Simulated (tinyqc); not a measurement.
# Time-domain thermoreflectance: layered heat flow under a modulated pulse train, and what the signal ratio measures, step by step

A worked calculation. Computed by tinyqc, a small Python program that keeps every step. Command: `OMP_NUM_THREADS=1 python tinyqc.py 3113717 3113718 out.jsonl tdtr walk`. One thread of a shared host (Intel(R) Xeon(R) Processor @ 2.30GHz), about 0.2 s of CPU time with the checks. Intermediate numbers are printed to about 6 digits and carried at full precision; extremes and crossings named in words are read from the listed rows.

Pulses repeat at 80 MHz; heat is laid down at the surface, all layers are isotropic, and the film is in perfect contact with the substrate.

Inputs (values chosen for the exercise, modelled on aluminium on GaN):
```
quantity                                value        unit
metal thickness d                          90          nm
metal conductivity                        190     W/(m K)
metal heat capacity                      2.42  MJ/(m^3 K)
boundary conductance G under the metal     85  MW/(m^2 K)
film thickness                             57          nm
film conductivity                        0.84     W/(m K)
film heat capacity                        2.5  MJ/(m^3 K)
substrate conductivity kappa              166     W/(m K)
substrate heat capacity C                 2.6  MJ/(m^3 K)
modulation frequency f                     12         MHz
spot radius w (1/e^2, pump and probe)     7.8  micrometre
delay t                                   720          ps
```

Stack: metal, film, substrate.

## Length and time scales

Penetration depth sqrt(kappa/(pi f C)); effusivity sqrt(kappa C); cooling time of the metal d C_m/G; Kapitza length kappa/G.

penetration depth = 1.30137 micrometre

effusivity = 20775.0 W s^(1/2)/(m^2 K)

cooling time of the metal = 2562.35 ps

Kapitza length = 1952.94 nm

depth over spot radius = 0.166843

## Impedance at k = 0 and the modulation frequency

For radial wave number k and angular frequency W each layer has u = sqrt(4 pi^2 k^2 + i W C/kappa) and gamma = kappa u. Surface impedance from below: Z = 1/gamma for the substrate; a layer of thickness L maps Z to (Z + tanh(u L)/gamma)/(1 + gamma Z tanh(u L)); a boundary adds 1/G. Take k = 0 and W = 2 pi f.

Z of the substrate = 3.91980-3.91980i m^2 K/GW

Z at the surface = 23.0778-36.4771i m^2 K/GW

## Response at the modulation frequency

Response per absorbed watt H(W) = 2 pi int_0^(2/w) Z(k, W) exp(-pi^2 k^2 w^2) k dk by 20 Gauss-Legendre points.

H(2 pi f) = 0.124583-0.181409i K/mW

phase of H(2 pi f) = -55.5207 degrees

## Signal at one delay

Signal: X + iY = sum_(m = -M..M) H(2 pi (f + m f_r)) exp(i 2 pi m f_r t) exp(-pi (m/M)^2 x 4), f_r = 80 MHz, M = 4000, with H(-W) the complex conjugate of H(W); V_in = X, V_out = Y, ratio = -V_in/V_out.

V_in = 0.264371 K/mW

V_out = -0.170277 K/mW

ratio -V_in/V_out = 1.55260

## Ratio and sensitivities against delay

Sensitivity S = ln(ratio'/ratio)/ln(1.01) for a rise of one input by 1 %.

Ratio and sensitivities:
```
t (ps)    ratio  S to kappa    S to G     S to d     S to C     S to w  S to film conductivity
100     1.84791   0.0142746  0.100911  -0.792668  0.0158832  -0.138162                0.637300
200     1.78509   0.0145624  0.090029  -0.776896  0.0161427  -0.137114                0.632023
400     1.68297   0.0150612  0.077982  -0.745969  0.0165914  -0.135088                0.621560
800     1.52411   0.0159607  0.066828  -0.701160  0.0174050  -0.131593                0.604769
1500    1.31757   0.0174868  0.060133  -0.652876  0.0188054  -0.127142                0.587266
2500    1.10074   0.0198158  0.058945  -0.619514  0.0209816  -0.123758                0.579675
4000    0.85992   0.0239716  0.061996  -0.613943  0.0249250  -0.124249                0.591436
```

The largest sensitivity in size at 100 ps is to d (-0.79). The substrate conductivity is hardly felt at 400 ps.

Checks made by the program: steady rise of a bare substrate, 1/(2 sqrt(pi) w kappa), from the same quadrature (relative difference below 1e-10).
